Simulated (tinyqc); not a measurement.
Surface Green function of a zigzag honeycomb ribbon two chains wide, Sancho-Rubio decimation: one step of the calculation.

A semi-infinite lead of cells 0, 1, 2, ... with H0 inside a cell and H1 = <cell i|H|cell i + 1>. Cell of four sites joined 1-2-3-4 by -t; site 2 joins site 1 of the next cell and site 3 joins site 4 of the next cell. z = E + i eta.

Problem. Decimation. Start with e_s = e = H0, a = H1, b = H1^dagger. Each round: g = (z - e)^(-1); e_s <- e_s + a g b; e <- e + a g b + b g a; a <- a g a; b <- b g b (all with the old a, b). Round k joins cells 2^k apart.

Inputs (values chosen for the exercise): energy E = 1.27 eV; broadening eta = 0.04 eV.

e_s after round 1 (eV):
```
                       1                      2                      3                      4
1   0.0000000+0.0000000i  -1.0000000+0.0000000i   0.0000000+0.0000000i   0.0000000+0.0000000i
2  -1.0000000+0.0000000i   0.4003459-0.0836820i  -0.1989392+0.0145175i   0.0000000+0.0000000i
3   0.0000000+0.0000000i  -0.1989392+0.0145175i   0.4003459-0.0836820i  -1.0000000+0.0000000i
4   0.0000000+0.0000000i   0.0000000+0.0000000i  -1.0000000+0.0000000i   0.0000000+0.0000000i
```

e after round 1 (eV):
```
                       1                      2                      3                      4
1  -0.6164206-0.1341617i  -1.0000000+0.0000000i   0.0000000+0.0000000i   1.2892742+0.1047799i
2  -1.0000000+0.0000000i   0.4003459-0.0836820i  -0.1989392+0.0145175i   0.0000000+0.0000000i
3   0.0000000+0.0000000i  -0.1989392+0.0145175i   0.4003459-0.0836820i  -1.0000000+0.0000000i
4   1.2892742+0.1047799i   0.0000000+0.0000000i  -1.0000000+0.0000000i  -0.6164206-0.1341617i
```

a after round 1 (eV):
```
                       1                     2                     3                      4
1   0.0000000+0.0000000i  0.0000000+0.0000000i  0.0000000+0.0000000i   0.0000000+0.0000000i
2   0.4882135+0.0902623i  0.0000000+0.0000000i  0.0000000+0.0000000i  -1.0167665-0.0504797i
3  -1.0167665-0.0504797i  0.0000000+0.0000000i  0.0000000+0.0000000i   0.4882135+0.0902623i
4   0.0000000+0.0000000i  0.0000000+0.0000000i  0.0000000+0.0000000i   0.0000000+0.0000000i
```

b after round 1 (eV):
```
                      1                      2                      3                     4
1  0.0000000+0.0000000i   0.4882135+0.0902623i  -1.0167665-0.0504797i  0.0000000+0.0000000i
2  0.0000000+0.0000000i   0.0000000+0.0000000i   0.0000000+0.0000000i  0.0000000+0.0000000i
3  0.0000000+0.0000000i   0.0000000+0.0000000i   0.0000000+0.0000000i  0.0000000+0.0000000i
4  0.0000000+0.0000000i  -1.0167665-0.0504797i   0.4882135+0.0902623i  0.0000000+0.0000000i
```

Give: g; e_s after round 2; e after round 2; a after round 2; b after round 2.

Solution.

g (1/eV):
```
                 1                2                3                4
1  -0.9588-0.6917i   0.8401+0.6445i   1.5295+0.2491i  -1.4758-0.5218i
2   0.8401+0.6445i   0.4734-0.8807i  -1.8264+0.1827i   1.5295+0.2491i
3   1.5295+0.2491i  -1.8264+0.1827i   0.4734-0.8807i   0.8401+0.6445i
4  -1.4758-0.5218i   1.5295+0.2491i   0.8401+0.6445i  -0.9588-0.6917i
```

e_s after round 2 (eV):
```
                 1                2                3                4
1   0.0000+0.0000i  -1.0000+0.0000i   0.0000+0.0000i   0.0000+0.0000i
2  -1.0000+0.0000i   0.6531-0.2823i  -1.1790-0.0216i   0.0000+0.0000i
3   0.0000+0.0000i  -1.1790-0.0216i   0.6531-0.2823i  -1.0000+0.0000i
4   0.0000+0.0000i   0.0000+0.0000i  -1.0000+0.0000i   0.0000+0.0000i
```

e after round 2 (eV):
```
                 1                2                3                4
1   1.9879-0.9093i  -1.0000+0.0000i   0.0000+0.0000i  -1.7202+0.7429i
2  -1.0000+0.0000i   0.6531-0.2823i  -1.1790-0.0216i   0.0000+0.0000i
3   0.0000+0.0000i  -1.1790-0.0216i   0.6531-0.2823i  -1.0000+0.0000i
4  -1.7202+0.7429i   0.0000+0.0000i  -1.0000+0.0000i   1.9879-0.9093i
```

a after round 2 (eV):
```
                 1               2               3                4
1   0.0000+0.0000i  0.0000+0.0000i  0.0000+0.0000i   0.0000+0.0000i
2  -0.5098+0.3721i  0.0000+0.0000i  0.0000+0.0000i   1.2056-0.2236i
3   1.2056-0.2236i  0.0000+0.0000i  0.0000+0.0000i  -0.5098+0.3721i
4   0.0000+0.0000i  0.0000+0.0000i  0.0000+0.0000i   0.0000+0.0000i
```

b after round 2 (eV):
```
                1                2                3               4
1  0.0000+0.0000i  -0.5098+0.3721i   1.2056-0.2236i  0.0000+0.0000i
2  0.0000+0.0000i   0.0000+0.0000i   0.0000+0.0000i  0.0000+0.0000i
3  0.0000+0.0000i   0.0000+0.0000i   0.0000+0.0000i  0.0000+0.0000i
4  0.0000+0.0000i   1.2056-0.2236i  -0.5098+0.3721i  0.0000+0.0000i
```

Program tinyqc, `OMP_NUM_THREADS=1 python tinyqc.py 2680110 2680111 out.jsonl`; Intel Xeon 2.30GHz, shared host, one thread, about 0.07 s.
